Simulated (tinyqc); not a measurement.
## Single-electron transistor, orthodox theory and master equation: linear conductance against temperature

A metal island with n extra electrons joins the left lead (voltage V) and the right lead (0 V) by tunnel junctions and couples to a gate. Cs = CL + CR + Cg. Adding electron n + 1 costs mu(n) = [q (n + 1/2) - CL V - Cg Vg]/Cs (in volts); the Fermi levels are -V (left) and 0 (right). A jump that gains the energy W has the rate G(W) = (W/q)/(R [1 - exp(-W/Vt)]), W in volts, Vt = kB T/q. Sequential tunnelling only; I > 0 flows from left to right.

Onto the island: from the left W = -V - mu(n), from the right W = -mu(n); off the island (n + 1 to n): to the left W = mu(n) + V, to the right W = mu(n). Steady state: p(n + 1)/p(n) = (sum of on rates)/(sum of off rates), normalised. I = q sum_n [p(n + 1) (off to left) - p(n) (on from left)]. Enough charge states are kept that the digits shown do not change. The conductance is dI/dV at V = 0 times RL + RR, at Vg = q/(2 Cg) (peak) and Vg = 0 (valley).

Parameters, values chosen for the exercise: capacitance of the left junction CL = 200 aF; capacitance of the right junction CR = 140 aF; gate capacitance Cg = 18 aF; resistance of the left junction RL = 1000 kohm; resistance of the right junction RR = 1000 kohm.

Constants: q = 1.602176634e-19 C, kB = 1.380649e-23 J/K, Vt = kB T/q. Results are converted to the units shown.

Result of one run:
```
T (K),kB T/(q^2/Cs),peak,valley
0.14,0.02696,0.5000,3.266e-7
```

What becomes of these results when the temperature T is changed from 0.14 to 3.5 K, all else the same?

Result of the changed run:
```
T (K),kB T/(q^2/Cs),peak,valley
3.5,0.6739,0.7850,0.7850
```

The whole series:
```
T (K),kB T/(q^2/Cs),peak,valley
0.14,0.02696,0.5000,3.266e-7
0.2,0.03851,0.5000,5.967e-5
0.31,0.05969,0.5000,0.003856
0.46,0.08857,0.5001,0.03977
0.69,0.1329,0.5038,0.1709
1,0.1926,0.5261,0.3643
1.6,0.3081,0.6082,0.5815
2.4,0.4621,0.7054,0.7036
3.5,0.6739,0.7850,0.7850
```

At low temperature the peak is 0.500, the limit 1/2 of a metal island with only two charge states in play; it rises from 0.500 to 0.785, and the valley rises from 3.27e-7 to 0.785. Among the rows the valley is within 10 % of the peak from kB T = 0.31 q^2/Cs on: the oscillation is washed out.

Range of the model: Cotunnelling, which dominates deep in the blockade, is left out.

Numbers from tinyqc (`OMP_NUM_THREADS=1 python tinyqc.py 2780019 2780020 out.jsonl`; about 0.01 s on one thread of a shared Intel Xeon 2.30GHz).
